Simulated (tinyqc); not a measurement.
# Internal loss and injection efficiency from two cavity lengths

Inverse problem. The differential efficiency of both facets obeys 1/eta_d = (1/eta)[1 + 2 ai Lc/ln(1/(R1 R2))]. Find eta and ai.

Values chosen for this exercise:
```
symbol  value  unit            meaning
R1       0.05        front reflectance
R2        0.3         back reflectance
```

differential efficiency at Lc = 2000 and 5000 um: 0.64679273  0.52160109

Solution. 1/eta_d is linear in Lc: the intercept is 1/eta, and slope over intercept is 2 ai/ln(1/(R1 R2)).

eta = 0.770
ai = 2.00 1/cm

Numbers from tinyqc (`OMP_NUM_THREADS=1 python tinyqc.py 2840134 2840135 out.jsonl`; about 0.02 s on one thread of a shared Intel Xeon 2.30GHz).
